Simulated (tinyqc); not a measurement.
Worked calculation (part 1 of 2): coupled-perturbed Hartree-Fock on RHF in the 6-311g basis, for HeH+, spin multiplicity 1. The polarisability along this axis is zero because the basis has no function that the field can mix in; the real value is not. Computed by tinyqc, a small Python program that keeps every step (integrals from PySCF). Settings: charge = 1, multiplicity = 1, basis = 6-311g, method = RHF, energy threshold = 1e-10, iteration cap = 59, orthogonalisation = canonical, start = atomic densities, DIIS depth = 6. Command: `OMP_NUM_THREADS=1 python tinyqc.py 26940 26941 out.jsonl` (the two numbers bound the seeds that draw the settings). One thread of a shared host (Intel(R) Xeon(R) Processor @ 2.60GHz), about 0.3 s of CPU time with the checks. Later iterations appear only in the table of the cycle.

## One-electron integrals

Geometry (angstrom):
```
atom       x       y       z
He    0.0000  0.0000  0.0000
H     0.0000  0.0000  1.1100
```

Basis 6-311g: exponents (1/bohr^2) and contraction coefficients of normalised primitives:
```
element  l (shell)  exponent  coefficient
He           s (1)   98.1243       0.0287
He           s (1)   14.7689       0.2081
He           s (1)    3.3188       0.8376
He           s (2)    0.8740       1.0000
He           s (3)    0.2446       1.0000
H            s (1)   33.8650       0.0255
H            s (1)    5.0948       0.1904
H            s (1)    1.1588       0.8522
H            s (2)    0.3258       1.0000
H            s (3)    0.1027       1.0000
```

Overlap, kinetic and nuclear-attraction integrals over the contracted functions; the nuclear repulsion is the sum of Za Zb / Rab.

nuclear repulsion = 0.953472 hartree

overlap S:
```
        1He 1s  1He 2s  1He 3s   2H 1s   2H 2s   2H 3s
1He 1s  1.0000  0.6805  0.3286  0.0140  0.1062  0.1170
1He 2s  0.6805  1.0000  0.7516  0.0981  0.2952  0.3207
1He 3s  0.3286  0.7516  1.0000  0.2506  0.5326  0.6344
2H 1s   0.0140  0.0981  0.2506  1.0000  0.7064  0.3737
2H 2s   0.1062  0.2952  0.5326  0.7064  1.0000  0.7890
2H 3s   0.1170  0.3207  0.6344  0.3737  0.7890  1.0000
```

kinetic energy T (hartree):
```
         1He 1s   1He 2s  1He 3s    2H 1s   2H 2s   2H 3s
1He 1s   6.8571   1.4395  0.2256  -0.0572  0.0118  0.0248
1He 2s   1.4395   1.3111  0.4309  -0.0764  0.0639  0.0646
1He 3s   0.2256   0.4309  0.3668   0.0614  0.1317  0.1085
2H 1s   -0.0572  -0.0764  0.0614   2.3043  0.5491  0.1063
2H 2s    0.0118   0.0639  0.1317   0.5491  0.4888  0.1849
2H 3s    0.0248   0.0646  0.1085   0.1063  0.1849  0.1541
```

nuclear attraction V (hartree):
```
         1He 1s   1He 2s   1He 3s    2H 1s    2H 2s    2H 3s
1He 1s  -7.7830  -3.7892  -1.6917  -0.0581  -0.5352  -0.5897
1He 2s  -3.7892  -3.4605  -2.1516  -0.2665  -0.8350  -0.8736
1He 3s  -1.6917  -2.1516  -2.0369  -0.6280  -1.1033  -1.1432
2H 1s   -0.0581  -0.2665  -0.6280  -3.0646  -1.7341  -0.8710
2H 2s   -0.5352  -0.8350  -1.1033  -1.7341  -1.8485  -1.2958
2H 3s   -0.5897  -0.8736  -1.1432  -0.8710  -1.2958  -1.2946
```

core Hamiltonian H = T + V (hartree):
```
         1He 1s   1He 2s   1He 3s    2H 1s    2H 2s    2H 3s
1He 1s  -0.9259  -2.3498  -1.4661  -0.1153  -0.5233  -0.5649
1He 2s  -2.3498  -2.1494  -1.7207  -0.3429  -0.7712  -0.8089
1He 3s  -1.4661  -1.7207  -1.6701  -0.5666  -0.9716  -1.0348
2H 1s   -0.1153  -0.3429  -0.5666  -0.7602  -1.1849  -0.7646
2H 2s   -0.5233  -0.7712  -0.9716  -1.1849  -1.3598  -1.1110
2H 3s   -0.5649  -0.8089  -1.0348  -0.7646  -1.1110  -1.1404
```

## Two-electron integrals

Functions are numbered as in S; the eight-fold symmetry (ij|kl) = (ji|kl) = (kl|ij) leaves the list below.

Two-electron integrals (ij|kl) in chemists' order, unique and non-zero (hartree):
```
(11|11) 2.3951     (21|11) 1.3473     (21|21) 0.7987     (22|11) 1.3584
(22|21) 0.8638     (22|22) 1.0549     (31|11) 0.6141     (31|21) 0.3686
(31|22) 0.4068     (31|31) 0.1707     (32|11) 0.8427     (32|21) 0.5470
(32|22) 0.7004     (32|31) 0.2594     (32|32) 0.4767     (33|11) 0.7670
(33|21) 0.5102     (33|22) 0.6976     (33|31) 0.2442     (33|32) 0.4947
(33|33) 0.5580     (41|11) 0.0216     (41|21) 0.0135     (41|22) 0.0159
(41|31) 0.0063     (41|32) 0.0104     (41|33) 0.0101     (41|41) 3.32e-04
(42|11) 0.0784     (42|21) 0.0526     (42|22) 0.0729     (42|31) 0.0252
(42|32) 0.0518     (42|33) 0.0580     (42|41) 0.0015     (42|42) 0.0110
(43|11) 0.1422     (43|21) 0.0964     (43|22) 0.1391     (43|31) 0.0465
(43|32) 0.1022     (43|33) 0.1239     (43|41) 0.0027     (43|42) 0.0239
(43|43) 0.0616     (44|11) 0.4767     (44|21) 0.3243     (44|22) 0.4756
(44|31) 0.1566     (44|32) 0.3554     (44|33) 0.4503     (44|41) 0.0089
(44|42) 0.0935     (44|43) 0.2744     (44|44) 1.3930     (51|11) 0.1940
(51|21) 0.1170     (51|22) 0.1301     (51|31) 0.0542     (51|32) 0.0832
(51|33) 0.0786     (51|41) 0.0022     (51|42) 0.0091     (51|43) 0.0165
(51|44) 0.0552     (51|51) 0.0179     (52|11) 0.3063     (52|21) 0.2002
(52|22) 0.2608     (52|31) 0.0952     (52|32) 0.1792     (52|33) 0.1892
(52|41) 0.0045     (52|42) 0.0256     (52|43) 0.0516     (52|44) 0.1840
(52|51) 0.0323     (52|52) 0.0762     (53|11) 0.3486     (53|21) 0.2336
(53|22) 0.3260     (53|31) 0.1121     (53|32) 0.2346     (53|33) 0.2735
(53|41) 0.0056     (53|42) 0.0394     (53|43) 0.0927     (53|44) 0.3670
(53|51) 0.0383     (53|52) 0.1049     (53|53) 0.1709     (54|11) 0.3365
(54|21) 0.2288     (54|22) 0.3343     (54|31) 0.1104     (54|32) 0.2489
(54|33) 0.3133     (54|41) 0.0062     (54|42) 0.0606     (54|43) 0.1722
(54|44) 0.8230     (54|51) 0.0389     (54|52) 0.1264     (54|53) 0.2471
(54|54) 0.5097     (55|11) 0.4667     (55|21) 0.3162     (55|22) 0.4572
(55|31) 0.1524     (55|32) 0.3379     (55|33) 0.4210     (55|41) 0.0081
(55|42) 0.0692     (55|43) 0.1873     (55|44) 0.8229     (55|51) 0.0529
(55|52) 0.1623     (55|53) 0.3061     (55|54) 0.5430     (55|55) 0.6441
(61|11) 0.2147     (61|21) 0.1294     (61|22) 0.1436     (61|31) 0.0600
(61|32) 0.0918     (61|33) 0.0867     (61|41) 0.0023     (61|42) 0.0093
(61|43) 0.0171     (61|44) 0.0574     (61|51) 0.0193     (61|52) 0.0343
(61|53) 0.0406     (61|54) 0.0404     (61|55) 0.0555     (61|61) 0.0212
(62|11) 0.3338     (62|21) 0.2180     (62|22) 0.2836     (62|31) 0.1036
(62|32) 0.1948     (62|33) 0.2055     (62|41) 0.0044     (62|42) 0.0236
(62|43) 0.0473     (62|44) 0.1668     (62|51) 0.0339     (62|52) 0.0767
(62|53) 0.1037     (62|54) 0.1160     (62|55) 0.1543     (62|61) 0.0369
(62|62) 0.0811     (63|11) 0.3963     (63|21) 0.2656     (63|22) 0.3714
(63|31) 0.1275     (63|32) 0.2678     (63|33) 0.3144     (63|41) 0.0057
(63|42) 0.0369     (63|43) 0.0848     (63|44) 0.3242     (63|51) 0.0420
(63|52) 0.1097     (63|53) 0.1729     (63|54) 0.2231     (63|55) 0.2920
(63|61) 0.0456     (63|62) 0.1146     (63|63) 0.1892     (64|11) 0.1778
(64|21) 0.1209     (64|22) 0.1763     (64|31) 0.0583     (64|32) 0.1311
(64|33) 0.1646     (64|41) 0.0032     (64|42) 0.0310     (64|43) 0.0874
(64|44) 0.4113     (64|51) 0.0205     (64|52) 0.0660     (64|53) 0.1282
(64|54) 0.2578     (64|55) 0.2799     (64|61) 0.0213     (64|62) 0.0609
(64|63) 0.1168     (64|64) 0.1308     (65|11) 0.3542     (65|21) 0.2397
(65|22) 0.3454     (65|31) 0.1155     (65|32) 0.2548     (65|33) 0.3174
(65|41) 0.0059     (65|42) 0.0477     (65|43) 0.1271     (65|44) 0.5437
(65|51) 0.0396     (65|52) 0.1182     (65|53) 0.2199     (65|54) 0.3658
(65|55) 0.4527     (65|61) 0.0419     (65|62) 0.1149     (65|63) 0.2168
(65|64) 0.1898     (65|65) 0.3251     (66|11) 0.3890     (66|21) 0.2633
(66|22) 0.3798     (66|31) 0.1269     (66|32) 0.2807     (66|33) 0.3532
(66|41) 0.0060     (66|42) 0.0457     (66|43) 0.1193     (66|44) 0.4940
(66|51) 0.0425     (66|52) 0.1226     (66|53) 0.2244     (66|54) 0.3401
(66|55) 0.4460     (66|61) 0.0457     (66|62) 0.1240     (66|63) 0.2350
(66|64) 0.1780     (66|65) 0.3318     (66|66) 0.3617
```

## Orthogonalisation

S = U s U^T; canonical form X = U s^(-1/2), so that X^T S X = 1. Each column of U has its largest component positive (the first on a tie).

eigenvalues of S: 0.0883  0.1295  0.4135  0.7065  1.5635  3.0987

X:
```
              1        2        3        4        5       6
1He 1s   0.7032  -0.7232   0.7942   0.5823   0.4531  0.1473
1He 2s  -1.6198   1.3737  -0.5158   0.0274   0.3974  0.2318
1He 3s   1.4903  -1.1853  -0.7147  -0.4600   0.1344  0.2742
2H 1s   -0.8431  -0.8514  -0.5219   0.7740  -0.3629  0.1810
2H 2s    1.6275   1.6510   0.3212   0.0940  -0.3007  0.2682
2H 3s   -1.6203  -0.6760   0.7971  -0.5060  -0.1902  0.2596
```

## Starting guess

The start is atomic minimal-basis densities projected into this basis (PySCF's MINAO start) and scaled to the electron count of each spin; this density is not idempotent, so its energy is not variational and may lie below the converged one.

D at the start:
```
         1He 1s   1He 2s   1He 3s   2H 1s    2H 2s   2H 3s
1He 1s   0.0941   0.1715   0.1398  0.0011  -0.0043  0.0064
1He 2s   0.1715   0.3125   0.2549  0.0022  -0.0077  0.0119
1He 3s   0.1398   0.2549   0.2079  0.0015  -0.0067  0.0094
2H 1s    0.0011   0.0022   0.0015  0.0641   0.1033  0.0671
2H 2s   -0.0043  -0.0077  -0.0067  0.1033   0.1667  0.1078
2H 3s    0.0064   0.0119   0.0094  0.0671   0.1078  0.0706
```

## Iteration 1: building the Fock matrix

J_ij = sum D_kl (ij|kl), K_ij = sum D_kl (ik|jl); F = H + J - 0.5 K; E = tr D H + tr D J / 2 - 0.25 tr D K + E_nn.

Coulomb J (hartree):
```
        1He 1s  1He 2s  1He 3s   2H 1s   2H 2s   2H 3s
1He 1s  2.1861  1.3710  0.6445  0.0262  0.2084  0.2283
1He 2s  1.3710  1.6771  1.1318  0.1419  0.4460  0.4698
1He 3s  0.6445  1.1318  1.1861  0.3138  0.6311  0.6794
2H 1s   0.0262  0.1419  0.3138  1.2308  0.8262  0.4293
2H 2s   0.2084  0.4460  0.6311  0.8262  1.0402  0.7593
2H 3s   0.2283  0.4698  0.6794  0.4293  0.7593  0.7980
```

exchange K (hartree):
```
        1He 1s  1He 2s  1He 3s   2H 1s   2H 2s   2H 3s
1He 1s  1.3445  1.2547  0.8412  0.1220  0.3493  0.3795
1He 2s  1.2547  1.3600  0.9982  0.2113  0.4737  0.4928
1He 3s  0.8412  0.9982  0.8107  0.2867  0.4873  0.4696
2H 1s   0.1220  0.2113  0.2867  0.4943  0.4745  0.3349
2H 2s   0.3493  0.4737  0.4873  0.4745  0.5599  0.4427
2H 3s   0.3795  0.4928  0.4696  0.3349  0.4427  0.3768
```

Fock matrix F (hartree):
```
         1He 1s   1He 2s   1He 3s    2H 1s    2H 2s    2H 3s
1He 1s   0.5880  -1.6061  -1.2423  -0.1501  -0.4896  -0.5263
1He 2s  -1.6061  -1.1523  -1.0881  -0.3065  -0.5620  -0.5856
1He 3s  -1.2423  -1.0881  -0.8893  -0.3962  -0.5841  -0.5902
2H 1s   -0.1501  -0.3065  -0.3962   0.2234  -0.5960  -0.5028
2H 2s   -0.4896  -0.5620  -0.5841  -0.5960  -0.5995  -0.5730
2H 3s   -0.5263  -0.5856  -0.5902  -0.5028  -0.5730  -0.5308
```

total energy of this density = -2.324246 hartree

This density is the starting one; it is not idempotent, so its energy is not variational and may lie below the converged one.

## Iteration 1: diagonalisation and new density

Diagonalise F' = X^T F X, C = X C', fill 1 alpha and 1 beta electrons from the bottom; D = 2 C_occ C_occ^T. Each column has its largest component positive (the first on a tie).

F' = X^T F X (hartree):
```
         1        2        3        4        5        6
1   2.3827  -0.9942   1.8155   0.3806   0.5039  -0.0104
2  -0.9942   2.4156  -1.1464  -1.5197  -0.2345  -0.0614
3   1.8155  -1.1464   1.8762   0.7998   0.7294   0.0061
4   0.3806  -1.5197   0.7998   1.1857   0.1585  -0.1201
5   0.5039  -0.2345   0.7294   0.1585  -0.5314  -0.4785
6  -0.0104  -0.0614   0.0061  -0.1201  -0.4785  -1.1832
```

orbital energies (hartree): MO1 -1.4848, MO2 -0.4582, MO3 0.0443, MO4 0.4178, MO5 2.0724, MO6 5.5540

coefficients C:
```
            MO1      MO2      MO3      MO4      MO5      MO6
1He 1s   0.2742  -0.1005  -0.0193  -0.1488  -0.0212  -1.4512
1He 2s   0.5211  -0.2045  -0.1071  -1.1284  -0.2357   1.8264
1He 3s   0.2987  -0.3158  -0.0321   1.8377   0.1720  -0.9192
2H 1s    0.0527   0.2237  -0.0980   0.0804  -1.5488   0.0644
2H 2s    0.0806   0.5919  -1.2689  -0.0597   1.9125  -0.1435
2H 3s   -0.0025   0.4466   1.5939  -0.7097  -0.8687   0.2810
```

D after iteration 1:
```
         1He 1s   1He 2s   1He 3s    2H 1s    2H 2s    2H 3s
1He 1s   0.1504   0.2858   0.1638   0.0289   0.0442  -0.0013
1He 2s   0.2858   0.5431   0.3113   0.0550   0.0840  -0.0026
1He 3s   0.1638   0.3113   0.1784   0.0315   0.0481  -0.0015
2H 1s    0.0289   0.0550   0.0315   0.0056   0.0085  -0.0003
2H 2s    0.0442   0.0840   0.0481   0.0085   0.0130  -0.0004
2H 3s   -0.0013  -0.0026  -0.0015  -0.0003  -0.0004   0.0000
```

## Iteration 8 (converged): orbitals

converged F (hartree):
```
         1He 1s   1He 2s   1He 3s    2H 1s    2H 2s    2H 3s
1He 1s   0.8648  -1.5385  -1.2633  -0.1990  -0.5374  -0.5580
1He 2s  -1.5385  -1.0795  -1.0624  -0.3467  -0.5894  -0.5906
1He 3s  -1.2633  -1.0624  -0.8405  -0.4073  -0.5812  -0.5637
2H 1s   -0.1990  -0.3467  -0.4073   0.1852  -0.5772  -0.4747
2H 2s   -0.5374  -0.5894  -0.5812  -0.5772  -0.5770  -0.5490
2H 3s   -0.5580  -0.5906  -0.5637  -0.4747  -0.5490  -0.5093
```

As before.

F' = X^T F X (hartree):
```
         1        2        3        4        5        6
1   2.4283  -1.1125   1.8842   0.4462   0.5079  -0.0052
2  -1.1125   2.4924  -1.2551  -1.5350  -0.2858  -0.0731
3   1.8842  -1.2551   1.9985   0.9691   0.8054   0.0209
4   0.4462  -1.5350   0.9691   1.2516   0.2519  -0.1376
5   0.5079  -0.2858   0.8054   0.2519  -0.3762  -0.4583
6  -0.0052  -0.0731   0.0209  -0.1376  -0.4583  -1.1669
```

orbital energies (hartree): MO1 -1.4283, MO2 -0.3944, MO3 0.0222, MO4 0.5399, MO5 1.9616, MO6 5.9267

coefficients C:
```
            MO1      MO2      MO3      MO4      MO5      MO6
1He 1s   0.2564  -0.0983  -0.0023  -0.1367  -0.0161  -1.4560
1He 2s   0.5007  -0.1798  -0.0038  -1.1797  -0.2607   1.8019
1He 3s   0.3161  -0.4204  -0.1679   1.8165   0.2005  -0.8928
2H 1s    0.0688   0.2236  -0.1274   0.1011  -1.5450   0.0588
2H 2s    0.1276   0.5655  -1.2405  -0.1582   1.9317  -0.1325
2H 3s   -0.0212   0.5035   1.6271  -0.5472  -0.8969   0.2683
```

D after iteration 8:
```
         1He 1s   1He 2s   1He 3s    2H 1s    2H 2s    2H 3s
1He 1s   0.1315   0.2567   0.1621   0.0353   0.0654  -0.0108
1He 2s   0.2567   0.5013   0.3165   0.0689   0.1278  -0.0212
1He 3s   0.1621   0.3165   0.1999   0.0435   0.0807  -0.0134
2H 1s    0.0353   0.0689   0.0435   0.0095   0.0176  -0.0029
2H 2s    0.0654   0.1278   0.0807   0.0176   0.0326  -0.0054
2H 3s   -0.0108  -0.0212  -0.0134  -0.0029  -0.0054   0.0009
```

## Convergence

Stop when the energy changes by less than 1e-10 hartree and every element of the error matrix X^T (F D S - S D F) X is below 3e-06.

Course of the cycle:
```
iteration  E (hartree)     change  largest element of the error matrix
1            -2.324246          -                             2.11e-01
2            -2.884948  -5.61e-01                             1.14e-01
3            -2.890911  -5.96e-03                             4.85e-02
4            -2.892209  -1.30e-03                             4.43e-03
5            -2.892226  -1.73e-05                             3.26e-04
6            -2.892226  -6.89e-08                             2.38e-05
7            -2.892226  -2.83e-10                             2.89e-06
8            -2.892226  -4.28e-12                             2.49e-08
```

PySCF RHF in the same basis = -2.892226 hartree

Converged in 8 iterations.

## Populations, bond orders and dipole

Mulliken: Z minus the diagonal of D S on the atom; Loewdin: the same with S^(1/2) D S^(1/2); Mayer order: 2 sum_s sum (D(s) S)_ij (D(s) S)_ji over the two atoms.

Charges (e):
```
atom  Mulliken  Loewdin
1He     0.1463   0.2243
2H      0.8537   0.7757
```

Mayer bond orders:
```
pair   order
2-1   0.2712
```

dipole moment about the origin, x y z (debye): 0.0000  0.0000  4.5443

## Integrals over molecular orbitals

(pq|rs) = sum C_ip C_jq C_kr C_ls (ij|kl), one index at a time.

one-electron integrals over orbitals h = C^T H C (hartree):
```
         1        2        3        4        5        6
1  -2.4174   0.1575   0.0154   0.2311   0.0264   0.1590
2   0.1575  -1.2478   0.1546  -0.1748   0.0254  -0.0871
3   0.0154   0.1546  -0.6073  -0.0734  -0.1053   0.0208
4   0.2311  -0.1748  -0.0734  -0.5745  -0.0252  -0.3278
5   0.0264   0.0254  -0.1053  -0.0252   1.0568  -0.0702
6   0.1590  -0.0871   0.0208  -0.3278  -0.0702   3.8439
```

Two-electron integrals over orbitals (pq|rs), unique and non-zero (hartree):
```
(11|11) 0.9892      (21|11) -0.1575     (21|21) 0.0809      (22|11) 0.4671
(22|21) 0.0552      (22|22) 0.5822      (31|11) -0.0154     (31|21) -0.0200
(31|22) -0.0524     (31|31) 0.0148      (32|11) -0.0873     (32|21) -0.0255
(32|22) -0.1295     (32|31) 0.0250      (32|32) 0.0711      (33|11) 0.3221
(33|21) 0.0330      (33|22) 0.3899      (33|31) -0.0246     (33|32) -0.0531
(33|33) 0.3123      (41|11) -0.2311     (41|21) 0.0686      (41|22) -0.0343
(41|31) 0.0029      (41|32) 0.0041      (41|33) -0.0069     (41|41) 0.1185
(42|11) 0.1217      (42|21) -0.0169     (42|22) 0.0465      (42|31) -0.0093
(42|32) -0.0254     (42|33) 0.0193      (42|41) -0.0413     (42|42) 0.0312
(43|11) 0.0382      (43|21) -0.0233     (43|22) -0.0290     (43|31) 0.0109
(43|32) 0.0056      (43|33) -0.0170     (43|41) -0.0005     (43|42) 0.0019
(43|43) 0.0221      (44|11) 0.6164      (44|21) -0.0784     (44|22) 0.3608
(44|31) 1.59e-04    (44|32) -0.0506     (44|33) 0.2820      (44|41) -0.0846
(44|42) 0.0529      (44|43) 0.0397      (44|44) 0.4760      (51|11) -0.0264
(51|21) 0.0019      (51|22) -0.0282     (51|31) 0.0051      (51|32) 0.0200
(51|33) -0.0112     (51|41) 0.0100      (51|42) -0.0081     (51|43) 0.0030
(51|44) -0.0127     (51|51) 0.0171      (52|11) -0.0118     (52|21) -0.0330
(52|22) -0.0821     (52|31) 0.0248      (52|32) 0.0629      (52|33) -0.0411
(52|41) -0.0082     (52|42) -0.0201     (52|43) 0.0138      (52|44) -0.0015
(52|51) 0.0347      (52|52) 0.1108      (53|11) 0.0552      (53|21) 0.0323
(53|22) 0.1253      (53|31) -0.0246     (53|32) -0.0630     (53|33) 0.0586
(53|41) 0.0007      (53|42) 0.0204      (53|43) -0.0128     (53|44) 0.0320
(53|51) -0.0252     (53|52) -0.0784     (53|53) 0.0731      (54|11) 0.0176
(54|21) -0.0171     (54|22) -0.0334     (54|31) 0.0075      (54|32) 0.0178
(54|33) -0.0150     (54|41) -0.0100     (54|42) 0.0025      (54|43) 0.0060
(54|44) 0.0062      (54|51) 0.0095      (54|52) 0.0267      (54|53) -0.0232
(54|54) 0.0127      (55|11) 0.4610      (55|21) 0.0997      (55|22) 0.6673
(55|31) -0.0785     (55|32) -0.1934     (55|33) 0.4347      (55|41) -0.0113
(55|42) 0.0678      (55|43) -0.0435     (55|44) 0.3578      (55|51) -0.0639
(55|52) -0.2080     (55|53) 0.2192      (55|54) -0.0642     (55|55) 0.9355
(61|11) -0.1590     (61|21) 0.0578      (61|22) -0.0176     (61|31) 3.43e-04
(61|32) -0.0020     (61|33) 0.0018      (61|41) 0.1115      (61|42) -0.0372
(61|43) -2.13e-04   (61|44) -0.0671     (61|51) 0.0146      (61|52) -0.0064
(61|53) 0.0013      (61|54) -0.0089     (61|55) 0.0027      (61|61) 0.2031
(62|11) 0.0724      (62|21) -0.0254     (62|22) -0.0007     (62|31) -0.0011
(62|32) 0.0028      (62|33) -0.0028     (62|41) -0.0460     (62|42) 0.0151
(62|43) 3.53e-04    (62|44) 0.0283      (62|51) -0.0040     (62|52) 0.0023
(62|53) -0.0026     (62|54) 0.0041      (62|55) -0.0081     (62|61) -0.0715
(62|62) 0.0289      (63|11) -0.0102     (63|21) 0.0008      (63|22) 0.0023
(63|31) 4.05e-04    (63|32) 0.0020      (63|33) 0.0007      (63|41) -0.0010
(63|42) -0.0029     (63|43) -0.0048     (63|44) -0.0098     (63|51) -0.0013
(63|52) 4.65e-04    (63|53) -3.88e-04   (63|54) -0.0007     (63|55) -3.48e-04
(63|61) -0.0017     (63|62) -0.0008     (63|63) 0.0030      (64|11) 0.2197
(64|21) -0.0627     (64|22) 0.0416      (64|31) -0.0025     (64|32) -0.0102
(64|33) 0.0110      (64|41) -0.1046     (64|42) 0.0410      (64|43) 0.0030
(64|44) 0.0927      (64|51) -0.0122     (64|52) 0.0024      (64|53) 0.0049
(64|54) 0.0093      (64|55) 0.0271      (64|61) -0.1355     (64|62) 0.0522
(64|63) 0.0011      (64|64) 0.1178      (65|11) 0.0424      (65|21) -0.0105
(65|22) 0.0057      (65|31) -0.0013     (65|32) -0.0033     (65|33) 0.0014
(65|41) -0.0171     (65|42) 0.0076      (65|43) 0.0024      (65|44) 0.0196
(65|51) -0.0010     (65|52) -0.0019     (65|53) 0.0016      (65|54) 0.0013
(65|55) 0.0053      (65|61) -0.0180     (65|62) 0.0088      (65|63) -0.0013
(65|64) 0.0176      (65|65) 0.0047      (66|11) 1.1429      (66|21) -0.2229
(66|22) 0.4602      (66|31) -0.0094     (66|32) -0.0762     (66|33) 0.3095
(66|41) -0.3319     (66|42) 0.1527      (66|43) 0.0443      (66|44) 0.6848
(66|51) -0.0374     (66|52) 0.0039      (66|53) 0.0433      (66|54) 0.0295
(66|55) 0.4243      (66|61) -0.3687     (66|62) 0.1485      (66|63) -0.0086
(66|64) 0.3671      (66|65) 0.0627      (66|66) 1.5774
```
